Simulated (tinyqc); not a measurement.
Worked calculation: ion-assisted plasma etching: sheath, surface coverage, synergy and aspect-ratio dependence. Computed by tinyqc, a small Python program that keeps every step. Command: `OMP_NUM_THREADS=1 python tinyqc.py 3027244 3027245 out.jsonl etch walk`. One thread of a shared host (Intel(R) Xeon(R) Processor @ 2.30GHz), about 0.05 s of CPU time with the checks. Intermediate numbers are printed to about 7 digits and carried at full precision; extremes and crossings named in words are read from the listed rows.

Radicals adsorb on bare sites; ions remove covered sites with a high yield and bare sites by sputtering; a slow spontaneous reaction acts everywhere, walls included.

Inputs (values chosen for the exercise, close to those used for silicon dioxide in a fluorocarbon plasma):
```
quantity                                value       unit
plasma density n_e                    1.4e+10     1/cm^3
electron temperature T_e                  3.7         eV
ion mass M_i                               40          u
sheath voltage V                          190          V
radical density n                       2e+12     1/cm^3
radical mass M_n                           31          u
gas temperature T_g                       350          K
sticking coefficient s                   0.27          -
radicals per removed unit x                 2          -
yield slope b                            0.14  eV^(-1/2)
threshold E_th                             14         eV
sputter slope b_p                       0.011  eV^(-1/2)
sputter threshold E_p                      29         eV
spontaneous reaction probability k_c  2.1e-05          -
solid density N                       2.2e+22     1/cm^3
ion temperature T_i                      0.17         eV
aspect ratio A                            3.9          -
```

Feature: long trench.

Constants: e = 1.602176634e-19 C; u = 1.6605390666e-27 kg; k_B = 1.380649e-23 J/K; eps_0 = 8.8541878128e-12 F/m.

## Fluxes

Bohm speed u_B = sqrt(e T_e/M_i); ion flux G_i = 0.61 n_e u_B; radical flux G_n = n c/4 with c = sqrt(8 k_B T_g/(pi M_n)).

Bohm speed = 298745.6 cm/s

ion flux G_i = 2.551287e+15 1/(cm^2 s)

radical speed c = 48892.28 cm/s

radical flux G_n = 2.444614e+16 1/(cm^2 s)

flux ratio G_n/G_i = 9.581885

## Sheath and ion angles

Debye length lambda_D = sqrt(eps_0 T_e/(e n_s)) with n_s = 0.61 n_e, T_e in volts; Child-law sheath d = (sqrt2/3) lambda_D (2 V/T_e)^(3/4); ion energy E = V + T_e/2; angular spread = arctan(sqrt(T_i/E)).

Debye length = 154.7359 um

sheath thickness = 2353.267 um

ion energy E = 191.85 eV

angular spread = 1.705053 degrees

Caution: a sheath of several millimetres is collisional at usual pressures, which lowers the ion energy and widens the angles.

## Yields

Yields: Y = b (sqrt(E) - sqrt(E_th)) on covered sites, Y_p = b_p (sqrt(E) - sqrt(E_p)) on bare ones (zero below threshold).

yield Y = 1.415307

sputter yield Y_p = 0.09312411

## Open-field etch rate

Steady coverage: s G_n (1 - theta) = x Y G_i theta; removal flux = Y G_i theta + Y_p G_i (1 - theta) + k_c G_n; rate = flux/N, 1 cm/s = 6e8 nm/min. Lateral rate = k_c G_n/N; anisotropy = 1 - lateral/vertical; synergy = vertical/(ions alone + radicals alone), with ions alone Y_p G_i/N and radicals alone the lateral rate.

coverage theta = 0.4775270

vertical rate = 50.42527 nm/min

lateral rate = 0.01400097 nm/min

anisotropy = 0.9997223

synergy = 7.765345

Ions and radicals both limit the rate.

## Rate at the floor of the feature

Transmission of a long trench, rough form: K = (1 + ln(1 + A))/(1 + A + ln(1 + A)), walls that scatter diffusely without loss. With a loss probability S = s (1 - theta) at the floor, G_b/G_n = K/(K + S - K S); theta follows G_b, and the two are solved together. Ions are taken to reach the floor unshadowed; G_b replaces G_n in every term of the rate; A is depth over width.

transmission K = 0.3990047

G_b/G_n = 0.8106316

coverage at the floor = 0.4255834

rate at the floor = 45.64389 nm/min

floor rate over open-field rate = 0.9051790

The lag is 9.5 %. Caution: the trench transmission is an interpolation between the limits 1 and ln(A)/A, good to tens of per cent.

## Etch lag against aspect ratio

The formulas are those given above.

Floor of the feature:
```
A              K    G_b/G_n      theta  rate (nm/min)  relative rate
0.5    0.7375969  0.9511267  0.4650420       49.27598      0.9772082
1.0    0.6286872  0.9202903  0.4568529       48.52217      0.9622591
2.0    0.5120300  0.8749059  0.4443338       47.36980      0.9394061
5.0    0.3582964  0.7798279  0.4161412       44.77480      0.8879437
10.0   0.2536141  0.6698534  0.3797407       41.42448      0.8215024
20.0   0.1682097  0.5258290  0.3245955       36.34920      0.7208530
50.0   0.0897808  0.3208617  0.2267599       27.34563      0.5423002
100.0  0.0531659  0.1970607  0.1526202       20.52318      0.4070019
```

K falls by a factor 13.9 over the rows and the rate by 2.40. Among these rows the rate stays within 10 % of the open-field value up to A = 2, and falls further as fewer radicals reach the floor. Caution: rows with A above about 1/(2 tan(ion spread)) or 1/sqrt(k_c), often 10 to 30, are formal: ion shadowing, radical loss on the walls, redeposition of sputtered material and, in fluorocarbon plasmas, polymer growth are left out and add to the lag.

## Yield per ion against the flux ratio

The ion flux is fixed and the radical flux set by the ratio; the removal per ion is the removal flux over G_i.

Open field:
```
G_n/G_i      theta  rate (nm/min)  removal per ion
0.3      0.0278196         9.0394         0.129913
1        0.0870795        14.4923         0.208280
3        0.2224899        26.9527         0.387360
10       0.4881917        51.4070         0.738813
30       0.7410380        74.6976         1.073542
100      0.9051104        89.8943         1.291946
300      0.9662341        95.8098         1.376962
1000     0.9896250        98.9846         1.422589
3000     0.9965176       102.5411         1.473703
```

Coverage reaches one half at G_n/G_i = x Y/s = 10.5. Below that the ion-assisted part follows the radical flux, on top of the sputter floor Y_p = 0.0931; above it the ion-assisted part saturates at Y = 1.42 per ion.

Checks made by the program: series form 1/R = 1/(Y G_i) + x/(s G_n) of the ion-assisted part (relative difference below 1e-10).
